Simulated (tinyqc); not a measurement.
Worked calculation: LDA (PW92) atom on a uniform radial grid, spin-unpolarised, for B(2+). Computed by tinyqc, a small Python program that keeps every step. Settings: Z = 5, points = 192, R = 9.0, functional = lda,pw, mixing = 0.2, iteration cap = 65. Command: `OMP_NUM_THREADS=1 python tinyqc.py 23601 23602 out.jsonl` (the two numbers bound the seeds that draw the settings). One thread of a shared host (Intel(R) Xeon(R) Processor @ 2.60GHz), about 0.8 s of CPU time with the checks.

Spherical atom on a uniform radial grid r_j = j h with h = R/(N + 1), h sum u^2 = 1 and integrals as h times sums, u(0) = u(R) = 0 (atomic units):
```
parameter           value
Z                       5
points N              192
R                9.000000
h                0.046632
mixing           0.200000
electrons in 1s         2
electrons in 2s         1
```

Three-point differences turn -u''/2 + [l(l+1)/2r^2 - Z/r + V] u = e u into a tridiagonal matrix (diagonal 1/h^2 + potential, off-diagonal -1/2h^2). D = sum f u^2; the Hartree potential y/r solves y'' = -D/r with y(0) = 0, y(R) = N_e; v_xc comes from rho = D/(4 pi r^2); E = sum f e - int D V + int D (V_H/2 + eps_xc); V(new) = V + mixing (V_H + v_xc - V).

Stop when input and output potentials agree to 1e-7.

Course of the cycle (hartree):
```
iteration             E       e(1s)      e(2s)  largest |V(out) - V(in)|
1          -22.36798735  -12.334580  -3.114454                  7.19e+00
2          -22.51839749  -11.264411  -2.659157                  5.57e+00
3          -22.61611669  -10.433197  -2.313157                  4.31e+00
4          -22.67888259   -9.787610  -2.049034                  3.33e+00
5          -22.71880515   -9.286228  -1.846557                  2.57e+00
6          -22.74398951   -8.896876  -1.690734                  1.98e+00
7          -22.75976832   -8.594555  -1.570397                  1.53e+00
8          -22.76959932   -8.359840  -1.477183                  1.18e+00
9          -22.77569732   -8.177637  -1.404787                  9.04e-01
10         -22.77946661   -8.036219  -1.348437                  6.95e-01
11         -22.78179028   -7.926470  -1.304493                  5.36e-01
...                 ...         ...        ...                       ...
55         -22.78549382   -7.547187  -1.145782                  7.28e-06
56         -22.78549382   -7.547186  -1.145782                  5.75e-06
57         -22.78549382   -7.547185  -1.145781                  4.55e-06
58         -22.78549382   -7.547185  -1.145780                  3.59e-06
59         -22.78549382   -7.547184  -1.145780                  2.84e-06
60         -22.78549382   -7.547184  -1.145780                  2.24e-06
61         -22.78549382   -7.547184  -1.145780                  1.77e-06
62         -22.78549382   -7.547184  -1.145779                  1.40e-06
63         -22.78549382   -7.547183  -1.145779                  1.10e-06
64         -22.78549382   -7.547183  -1.145779                  8.73e-07
65         -22.78549382   -7.547183  -1.145779                  6.90e-07
```

Can the last value be used, and what does the course show?

Not by the stop rule, although the second column moves by less than 1e-07 over the last three steps; and the uniform grid itself carries an error of order h^2 at the cusp, far above the threshold. Not converged within 65 iterations: the residual falls steadily but slowly, by a factor of about 0.79 a step. Reruns (cap 100 unless said): mixing 0.3: converged in 46; mixing 0.6: converged in 20; the original settings with a cap of 400: converged in 74. Even converged, this uniform grid resolves the cusp poorly and misses the energy of the atom.
